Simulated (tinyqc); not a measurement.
# Lossy interposer transmission line with skin effect: effects of single changes

A uniform line in a homogeneous dielectric: c = sqrt(er)/(c0 Z0), l = Z0 sqrt(er)/c0 (c0 = 299792458 m/s), g = w c td, w = 2 pi f. The resistance joins its limits as r = sqrt(r_dc^2 + r_hf^2), with r_dc = rho/(wd th), r_hf = kr rho/(2 delta (wd + th)), delta = sqrt(rho/(pi f mu0)), mu0 = 4 pi 1e-7 H/m; this is an interpolation, and internal inductance, up to 0.05 nH/mm at low frequency, is neglected.

Parameters, values chosen for the exercise: width of the strip wd = 3.1 um; thickness of the strip th = 2.2 um; resistivity rho = 1.8 uohm cm; relative permittivity er = 3.5; loss tangent td = 0; lossless impedance sqrt(l/c) Z0 = 40 ohm; factor for crowding and the return path kr = 1.2; length len = 21 mm; source resistance Rg = 25 ohm; load resistance RL = 50 ohm; load capacitance CL = 20 fF; frequency f = 1.7 GHz.

Each table varies one quantity; the others keep the values above.

## Line properties against frequency

gamma = sqrt((r + i w l)(g + i w c)) = alpha + i beta, Zc = sqrt((r + i w l)/(g + i w c)), roots with positive real part; loss 8.685889638 alpha in dB; phase velocity w/beta. ZL = 1/(1/RL + i w CL); reflection (ZL - Zc)/(ZL + Zc); Zin = Zc (ZL + Zc tanh(gamma len))/(Zc + ZL tanh(gamma len)); H = V_load/V_source = [Zin/(Zin + Rg)]/[cosh(gamma len) + (Zc/ZL) sinh(gamma len)].

Line properties against frequency:

| f (GHz) | r (ohm/mm) | r/(w l) | loss (dB/mm) | \|Zc\| (ohm) | phase velocity over c0 | length in wavelengths | \|H\| (dB) |
|---|---|---|---|---|---|---|---|
| 0.01 | 2.641 | 168.4 | 0.03116 | 519.1 | 0.05808 | 0.01206 | -8.330 |
| 0.03 | 2.644 | 56.20 | 0.05368 | 299.9 | 0.09994 | 0.02103 | -8.335 |
| 0.09 | 2.655 | 18.81 | 0.09153 | 173.6 | 0.1697 | 0.03714 | -8.350 |
| 0.3 | 2.691 | 5.718 | 0.1584 | 96.38 | 0.2898 | 0.07252 | -8.404 |
| 0.8 | 2.774 | 2.211 | 0.2301 | 62.31 | 0.4084 | 0.1372 | -8.561 |
| 2 | 2.964 | 0.9450 | 0.2953 | 46.92 | 0.4904 | 0.2857 | -9.224 |
| 7 | 3.653 | 0.3327 | 0.3913 | 41.06 | 0.5275 | 0.9296 | -11.51 |
| 20 | 5.018 | 0.1600 | 0.5431 | 40.25 | 0.5328 | 2.629 | -14.73 |
| 60 | 7.849 | 0.08341 | 0.8515 | 40.07 | 0.5341 | 7.870 | -21.34 |

What does the table show?

r equals w l at 1.88 GHz: below it |Zc| and the delay grow as in an RC line, above it |Zc| tends to Z0 = 40 ohm and the velocity to 1/sqrt(er) = 0.535 c0. The loss goes as f^(0.50) between the first two rows and f^(0.41) between the last two. |H| is -8.33 dB in the first row and -21.3 dB in the last; between rows it can pass through resonances that the table doesn't show.

## Effect of the width of the strip

Same model as above.

Z0 is held fixed by scaling the dielectric height.

Results:

| wd (um) | r (ohm/mm) | r/(w l) | loss (dB/mm) | \|Zc\| (ohm) | phase velocity over c0 | length in wavelengths | \|H\| (dB) |
|---|---|---|---|---|---|---|---|
| 0.78 | 10.72 | 4.021 | 0.7258 | 81.42 | 0.3333 | 0.3573 | -19.10 |
| 1.2 | 7.089 | 2.659 | 0.5554 | 67.42 | 0.3857 | 0.3087 | -15.03 |
| 1.9 | 4.597 | 1.724 | 0.4080 | 56.47 | 0.4369 | 0.2725 | -11.68 |
| 4.8 | 1.948 | 0.7304 | 0.1999 | 44.51 | 0.5053 | 0.2357 | -7.271 |
| 7.5 | 1.285 | 0.4821 | 0.1359 | 42.15 | 0.5204 | 0.2288 | -5.964 |
| 12 | 0.8250 | 0.3094 | 0.08854 | 40.92 | 0.5284 | 0.2254 | -4.989 |
| 19 | 0.5312 | 0.1992 | 0.05740 | 40.39 | 0.5319 | 0.2239 | -4.336 |

Estimate the missing row, wd = 3 um.

Computed row:

| wd (um) | r (ohm/mm) | r/(w l) | loss (dB/mm) | \|Zc\| (ohm) | phase velocity over c0 | length in wavelengths | \|H\| (dB) |
|---|---|---|---|---|---|---|---|
| 3 | 3.008 | 1.128 | 0.2916 | 49.11 | 0.4774 | 0.2495 | -9.172 |

With this row back in the table: As wd goes from 0.78 to 19, the loss falls from 0.726 to 0.0574 dB/mm, |Zc| falls from 81.4 to 40.4 ohm and |H| goes from -19.1 to -4.34 dB, with its highest value among the rows, -4.34 dB, at wd = 19.

Program tinyqc, `OMP_NUM_THREADS=1 python tinyqc.py 2810180 2810181 out.jsonl`; Intel Xeon 2.30GHz, shared host, one thread, about 0.01 s.
